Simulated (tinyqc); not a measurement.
Gate length: charge control and current of a heterostructure field-effect transistor. Computed by tinyqc, a small Python program. Command: `OMP_NUM_THREADS=1 python tinyqc.py 3015921 3015922 out.jsonl hemt walk`. One thread of a shared host (Intel(R) Xeon(R) Processor @ 2.30GHz), about 0.01 s of CPU time with the checks.

Two subbands in a triangular well; E_F is counted from the conduction band edge of the channel at the interface.

Inputs (values chosen for the exercise, modelled on AlGaN/GaN):

| quantity | value | unit |
|---|---|---|
| channel mass m | 0.2 | m_0 |
| permittivity eps (barrier and channel) | 9.69 | - |
| barrier thickness d | 37 | nm |
| Schottky barrier phi_B | 1.1 | eV |
| conduction band offset dE_c | 0.43 | eV |
| polarisation charge sigma/e | 1.7e+13 | 1/cm^2 |
| gate voltage V_G | -0.68 | V |
| mobility mu | 2000 | cm^2/(V s) |
| saturation velocity v_s | 1.3 | 1e7 cm/s |
| gate length L | 180 | nm |
| source resistance R_S | 0.12 | ohm mm |
| temperature T | 300 | K |
| mixing | 0.3 | - |
| iteration cap | 200 | - |

Charge source: polarisation. Velocity law: two-piece.

Constants: e = 1.602176634e-19 C; eps_0 = 8.8541878128e-12 F/m; k_B = 8.617333262e-05 eV/K; hbar = 1.054571817e-34 J s; m_0 = 9.1093837015e-31 kg; k_B = 1.380649e-23 J/K.

Method:
- Threshold V_T = phi_B - dE_c - sigma d/(eps eps_0) (in volts); C_b = eps eps_0/d.
- Charge control: n_s = C_b (V_G - V_T - E_F/e)/e. Well: mean field F = e n_s/(2 eps eps_0), E_i = (hbar^2/2m)^(1/3) [(3 pi e F/2)(i + 3/4)]^(2/3), i = 0, 1; n_s = D k_B T sum_i ln(1 + exp((E_F - E_i)/k_B T)), D = m/(pi hbar^2), which is solved in closed form for E_F.
- Iteration from n_s = C_b (V_G - V_T)/(2e): E_F from n_s, n_out from the charge control, n_new = n_s + mixing (n_out - n_s), kept above n_s/10; stop when |n_out/n_s - 1| < 1e-9.
- C_g = e dn_s/dV_G = 1/(1/C_b + 1/C_q), 1/C_q = d(E_F/e)/d(e n_s) by a central difference of +/- 0.1 % in n_s; added distance dd = eps eps_0/C_q.
- With V = e n_s/C_g and V_c = v_s L/mu: for v = mu F up to v_s, I/W = C_g v_s V_c (sqrt(1 + (V/V_c)^2) - 1) and V_Dsat = V + V_c - sqrt(V^2 + V_c^2); g_m = dI/dV; extrinsic g_m/(1 + g_m R_S); f_T = g_m/(2 pi C_g L).

sheet density n_s = 1.42949e+13 1/cm^2

gate capacitance C_g = 0.222774 microfarad/cm^2

V = 10.2808 V

Scaling; the last columns are v_s/(2 pi L) and mu V/(2 pi L^2):

| L (nm) | I/W (mA/mm) | g_m (mS/mm) | extrinsic g_m (mS/mm) | f_T (GHz) | velocity limit (GHz) | mobility limit (GHz) |
|---|---|---|---|---|---|---|
| 30 | 2971.7 | 289.61 | 279.88 | 689.67 | 689.67 | 3.6361e+05 |
| 60 | 2966.1 | 289.60 | 279.88 | 344.83 | 344.84 | 9.0902e+04 |
| 120 | 2954.9 | 289.60 | 279.87 | 172.41 | 172.42 | 2.2726e+04 |
| 250 | 2930.7 | 289.57 | 279.85 | 82.75 | 82.76 | 5.2360e+03 |
| 500 | 2884.7 | 289.46 | 279.74 | 41.36 | 41.38 | 1.3090e+03 |
| 1000 | 2795.1 | 289.03 | 279.34 | 20.65 | 20.69 | 3.2725e+02 |
| 2000 | 2624.6 | 287.32 | 277.74 | 10.26 | 10.35 | 8.1812e+01 |
| 5000 | 2181.4 | 276.14 | 267.28 | 3.95 | 4.14 | 1.3090e+01 |

f_T scales as L^-1.00 at the short end and L^-1.04 at the long end; the two limits cross at L = mu V/v_s = 15800 nm. g_m tends to C_g v_s = 290 mS/mm, and R_S cuts it by 3 % at the shortest gate. Fringe capacitances and short-channel effects, left out, lower f_T once L is below about ten barrier thicknesses. Caution: E_F lies above the conduction band minimum of the barrier, so electrons would spill into the barrier.

Extremes, crossings and ranges named in words are read from the listed rows.
